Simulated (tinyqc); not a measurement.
Straight dislocations in isotropic elasticity: fields, energies, partials, Peierls stress and walls. Changing the stacking-fault energy gamma. Computed by tinyqc, a small Python program. Command: `OMP_NUM_THREADS=1 python tinyqc.py 3001946 3001947 out.jsonl disloc sweep`. One thread of a shared host (Intel(R) Xeon(R) Processor @ 2.30GHz), about 0.01 s of CPU time with the checks.

The line runs along z, the glide plane is y = 0, and beta is the angle between b and the line (0 screw, 90 degrees edge): b_e = b sin(beta) along +x with the extra half plane at y > 0, b_s = b cos(beta). Stress is positive in tension.

Inputs (values chosen for the exercise, for a model fcc or diamond crystal): shear modulus G = 61 GPa; Poisson ratio nu = 0.251; Burgers vector b = 3.75 angstrom.

Character: edge.

Method. Shockley partials have b_p = b/sqrt(3) at the angles beta -/+ 30 degrees; their repulsion balances the fault at d = G b_p^2/(8 pi gamma) (2 - nu)/(1 - nu) [1 - 2 nu cos(2 beta)/(2 - nu)].

One run for each value:

| stacking-fault energy gamma (mJ/m^2) | splitting width d (nm) | d/b |
|---|---|---|
| 10 | 34.19 | 91.18 |
| 16 | 21.37 | 56.99 |
| 26 | 13.15 | 35.07 |
| 43 | 7.95 | 21.20 |
| 70 | 4.88 | 13.03 |
| 110 | 3.11 | 8.29 |
| 180 | 1.90 | 5.07 |
| 300 | 1.14 | 3.04 |

What does the table show, and why?

Over the rows, splitting width d (nm) falls from 34.2 to 1.14 (exponent d ln y / d ln x about -1.00 throughout); d/b falls from 91.2 to 3.04 (exponent d ln y / d ln x about -1.0 throughout). The exponent of splitting width d stays at -1: repulsion falls as 1/d.
